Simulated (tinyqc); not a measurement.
## Slope factor and drain-induced lowering from three currents

Inverse problem. With source and body at 0 V, I = A exp((Vg + dd Vd)/(nf Vt)) (1 - exp(-Vd/Vt)). Find nf, the swing nf Vt ln 10 and dd.

Parameters, values chosen for the exercise: temperature T = 300 K.

Constants: q = 1.602176634e-19 C, kB = 1.380649e-23 J/K, Vt = kB T/q. Results are converted to the units shown.

currents at (Vg, Vd) = (0, 0.05), (0, 0.9) and (0.09, 0.9) V (nA/um): [0.0039689122, 0.11177758, 1.0563204]

Answer. The pair at equal Vd gives nf; the pair at equal Vg, after dividing out the factors 1 - exp(-Vd/Vt), gives dd.

nf = 1.550
swing = 92.27 mV/decade
dd = 0.1500

Computed by the program tinyqc: `OMP_NUM_THREADS=1 python tinyqc.py 2242021 2242022 out.jsonl`, one thread of a shared Intel Xeon 2.30GHz, about 0.03 s for the whole run.
